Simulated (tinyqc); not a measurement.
Inside a calculation. Method: coherent transport through a tight-binding region between two chains. One step of it, computed by the program tinyqc.

Task: Transmission at E = 0.22 eV. Surface Green function g = (E - i sqrt(4 t^2 - E^2)) / (2 t^2); self-energy tc^2 g on each contact site; G = (E - H - Sigma)^(-1); Gamma = -2 Im Sigma; T = Gamma_L Gamma_R |G_LR|^2; local density of states -Im G_ii / pi.

H of the central region (eV), lower triangle:
```
           1          2          3          4         5
1   0.000000
2  -1.490000   0.000000
3   0.000000  -1.490000   0.000000
4   0.000000   0.000000  -1.490000   0.000000
5  -1.490000   0.000000   0.000000  -1.490000  0.000000
```

Leads: semi-infinite chains with site energy 0:
```
parameter                           value
lead hopping t (eV)              1.780000
coupling to the left lead (eV)   0.390000
coupling to the right lead (eV)  1.420000
left contact site                       1
right contact site                      5
```

E = 0.220000 eV

Give: g; G; local density of states; transmission.

Result:

g = 0.0347-0.5607i 1/eV

G (1/eV), lower triangle:
```
                 1                2                3               4
1   0.2046-0.1136i
2   0.3367+0.0896i   0.2196-0.0927i
3  -0.2543+0.1003i   0.3020-0.0759i   0.2097-0.0891i
4  -0.2991-0.1044i  -0.2642+0.1039i   0.3381+0.0890i  0.2143-0.1171i
5   0.2985-0.0849i  -0.2630+0.0605i  -0.2597+0.0760i  0.3014-0.0718i

                5
5  0.2152-0.0654i
```

local density of states (1/eV): 0.0361  0.0295  0.0284  0.0373  0.0208

transmission = 0.0371
